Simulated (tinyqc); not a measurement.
Frequency dispersion of an accumulation capacitance by border traps, distributed model: one step of the calculation.

Traps spread evenly through the insulator exchange electrons with the semiconductor by tunnelling, with tau(x) = t0 exp(2 ka x) at depth x from the interface. The admittance per area Y seen at depth x obeys dY/dx = -Y^2/(i w eps0 eox) + q Nb ln(1 + i w tau)/tau, with Y(0) = i w Cs and w = 2 pi f; the gate sees Y(tox) = G + i w C. Working variable y = Y/(i w), in uF/cm^2. Cox = eps0 eox/tox.

Question. Capacitance and conductance at the gate. Beyond xe the traps are ignored, so 1/y(tox) = 1/y(xe) + (tox - xe)/(eps0 eox); C = Re y, G/w = -Im y, loss tangent G/(w C).

Inputs (values chosen for the exercise); permittivity close to that of aluminium oxide:

| symbol | value | unit | meaning |
|---|---|---|---|
| eox | 8.42 |  | relative permittivity of the insulator |
| tox | 11 | nm | insulator thickness |
| xe | 2.2 | nm | depth down to which the steps are taken |

Constants: eps0 = 8.8541878128e-14 F/cm where lengths are in cm. Results are converted to the units shown.

y at xe = 0.95779411-0.01350969i uF/cm^2

Give: y at the gate; C; G/w; loss tangent.

Answer.

y at the gate = 0.4496-0.0030i uF/cm^2
C = 0.4496 uF/cm^2
G/w = 0.002976 uF/cm^2
loss tangent = 0.006620

tinyqc, about 0.6 s, one thread, Intel Xeon 2.30GHz (shared host): `OMP_NUM_THREADS=1 python tinyqc.py 2202116 2202117 out.jsonl`
